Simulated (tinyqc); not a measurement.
Band bending at a free surface with a continuum of surface states, surface photovoltage and Kelvin probe: one step of the calculation.

n-type bulk, xi = Ec - EF = Vt ln(Nc/Nd), p0 = ni^2/Nd, ni = sqrt(Nc Nv) exp(-Eg/(2 Vt)), Eg in volts. b is the upward band bending, u = b/Vt. Space charge per area, in units of q: Qc = sign(b) sqrt((2 eps0 eps_r Vt/q) [(Nd + dn)(exp(-u) - 1) + Nd u + (p0 + dn)(exp(u) - 1)]), with dn the excess density under light (flat quasi-Fermi levels; 0 in the dark). The states hold -Ds (E0 - xi - b): negative while the Fermi level lies above the neutrality level. Neutrality: Qc + Qf + (charge of the states) = 0.

Problem. Band bending in the dark. Newton step: b(new) = b - (Qc + Qf - Ds (E0 - xi - b))/(dQc/db + Ds), dQc/db = (eps0 eps_r/q) [Nd (1 - exp(-u)) + p0 exp(u)]/Qc.

Values chosen for this exercise; band and dielectric values close to those of indium phosphide:
- T = 350 K (temperature)
- Eg = 1.33 eV (band gap)
- eps_r = 12.4 (relative permittivity)
- Nc = 7.31e17 cm^-3 (conduction-band density of states at T)
- Nv = 1.37e19 cm^-3 (valence-band density of states at T)
- Nd = 7.3e16 cm^-3 (donor density)
- Qf = 0 cm^-2 (fixed positive charge at the surface)
- Ds = 5.6e12 cm^-2 eV^-1 (density of surface states)
- E0 = 0.32 eV (depth of their neutrality level below the conduction edge)

Constants: q = 1.602176634e-19 C, kB = 1.380649e-23 J/K, Vt = kB T/q, eps0 = 8.8541878128e-14 F/cm where lengths are in cm. Results are converted to the units shown.

b after iteration 1 = 0.18100325 V

Wanted: b after iteration 2.

Solution.

b after iteration 2 = 0.18110 V

tinyqc, about 0.01 s, one thread, Intel Xeon 2.30GHz (shared host): `OMP_NUM_THREADS=1 python tinyqc.py 2430081 2430082 out.jsonl`
